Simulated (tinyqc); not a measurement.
# Trap density from one capacitance

Problem. Traps spread evenly through the insulator exchange electrons with the semiconductor by tunnelling, with tau(x) = t0 exp(2 ka x) at depth x from the interface. The admittance per area Y seen at depth x obeys dY/dx = -Y^2/(i w eps0 eox) + q Nb ln(1 + i w tau)/tau, with Y(0) = i w Cs and w = 2 pi f; the gate sees Y(tox) = G + i w C. Working variable y = Y/(i w), in uF/cm^2. Cox = eps0 eox/tox. Find Nb and G/w.

Parameters, values chosen for the exercise:
```
symbol  value     unit                                               meaning
eox      18.9                         relative permittivity of the insulator
tox       4.1       nm                                   insulator thickness
Cs        3.2  uF/cm^2             semiconductor capacitance in accumulation
ka        5.6     1/nm  decay constant of the wave function in the insulator
t0       4e-9        s              time constant of a trap at the interface
f         100       Hz                                             frequency
```

Constants: q = 1.602176634e-19 C, eps0 = 8.8541878128e-14 F/cm where lengths are in cm. Results are converted to the units shown.

C = 2.0349189 uF/cm^2

Answer. C rises steadily with Nb, so one density matches; in practice ka and t0 must come from the frequency dependence.

Nb = 3.30e19 cm^-3 eV^-1
G/w = 0.0316 uF/cm^2

Computed by the program tinyqc: `OMP_NUM_THREADS=1 python tinyqc.py 2202095 2202096 out.jsonl`, one thread of a shared Intel Xeon 2.30GHz, about 0.3 s for the whole run.
